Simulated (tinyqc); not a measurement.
## Schottky barrier on an n-type semiconductor with a doping step, non-linear Poisson equation by Newton steps: Capacitance-voltage profiling

One dimension, metal at x = 0, donor density C(x) = N1 for x < x1 and Nd beyond. Energies are counted from the electron Fermi level of the semiconductor and the conduction-band edge is Ec = -psi, so n = Nc exp(psi/Vt); holes follow the Fermi level of the metal, at -V, so p = Nv exp((V - psi - Eg)/Vt). Ends: psi(0) = V - phiB and psi = Vt ln(Nd/Nc) deep inside. Boltzmann statistics, full ionisation, no current, no image force in the Poisson equation.

The Poisson equation d/dx(eps0 eps_r dpsi/dx) = -q (p - n + C) is solved on a mesh of about 1000 nodes or more that ends in neutral material. C_s = q d/dV of the integral of n over x, from the linearised equation. Probed depth w = eps0 eps_r/C_s; apparent doping N_app = C_s^3/(q eps0 eps_r dC_s/dV), the derivative by central differences over +/- 0.02 V.

Parameters, values chosen for the exercise; band and dielectric values those of a made-up semiconductor: temperature T = 293 K; band gap Eg = 0.806 eV; relative permittivity eps_r = 11.9; conduction-band density of states at T Nc = 1.67e17 cm^-3; valence-band density of states at T Nv = 7.69e18 cm^-3; donor density deep in the semiconductor Nd = 5.4e15 cm^-3; barrier height phiB = 0.42 eV; depth of the doping step x1 = 270 nm; donor density above the step N1 = 1.6e16 cm^-3.

Constants: q = 1.602176634e-19 C, kB = 1.380649e-23 J/K, Vt = kB T/q, eps0 = 8.8541878128e-14 F/cm where lengths are in cm. Results are converted to the units shown.

Results:
```
V (V)  C_s (nF/cm^2)  w (nm)  N_app (cm^-3)  true C(w) (cm^-3)  |E_0| (kV/cm)
0               63.2     167        1.56e16            1.60e16           40.4
-0.71           31.6     333        6.82e15            5.40e15           70.2
-1.43           19.9     529        5.40e15            5.40e15           87.0
-2.14           15.7     673        5.40e15            5.40e15           98.8
-3.57           11.8     895        5.40e15            5.40e15            117
-4.29           10.7     988        5.40e15            5.40e15            125
-5              9.83  1.07e3        5.40e15            5.40e15            132
```

Estimate the missing row, V = -2.86 V.

Computed row:
```
V (V)  C_s (nF/cm^2)  w (nm)  N_app (cm^-3)  true C(w) (cm^-3)  |E_0| (kV/cm)
-2.86           13.3     793        5.40e15            5.40e15            109
```

With this row back in the table: C_s falls from 63.2 to 9.83 nF/cm^2 while the probed depth goes from 167 to 1070 nm. The apparent doping falls from 1.56e16 to 5.40e15 cm^-3. It departs most from the true doping at that depth for V = -0.71 V, where it is 26 % above it; the method senses the electrons at the edge of the depleted layer, which are smeared over a few Debye lengths (LD = 55 nm at Nd), so it cannot follow a doping that changes on that scale.

Program tinyqc, `OMP_NUM_THREADS=1 python tinyqc.py 2020044 2020045 out.jsonl`; Intel Xeon 2.30GHz, shared host, one thread, about 0.06 s.
